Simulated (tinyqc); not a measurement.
Two-step dopant diffusion (predeposition and drive-in) with a constant diffusivity: one step, computed by the program tinyqc. Command: `OMP_NUM_THREADS=1 python tinyqc.py 3022289 3022290 out.jsonl dopdiff walk`. One thread of a shared host (Intel(R) Xeon(R) Processor @ 2.30GHz), about 0.07 s of CPU time with the checks.

Fick diffusion into a half space x > 0 whose background doping C_B is of the opposite type, so that a junction lies where C = C_B.

Problem. Drive-in as a Gaussian. With a sealed surface and a thin source, C = Q/sqrt(pi (Dt)2) exp(-x^2/(4 (Dt)2)); x_j = 2 sqrt((Dt)2 ln(C(0)/C_B)); gradient at the junction |dC/dx| = C_B x_j/(2 (Dt)2).

Inputs (values chosen for the exercise, modelled on antimony in silicon): background doping C_B = 3.1e+14 1/cm^3; predeposition temperature T1 = 1025 C; drive-in temperature T2 = 1025 C.

dose Q = 2.082784e+13 1/cm^2

drive-in budget (Dt)2 = 9.657167e-12 cm^2

Give: surface concentration C(0) (Gaussian); junction depth x_j; gradient at the junction.

Solution.

surface concentration C(0) (Gaussian) = 3.781e+18 1/cm^3

junction depth x_j = 0.1906 um

gradient at the junction = 3.060e+20 1/cm^4

Caution: the drive-in budget is under fifteen times D1 t1, so the source is not thin and the Gaussian junction is too shallow.
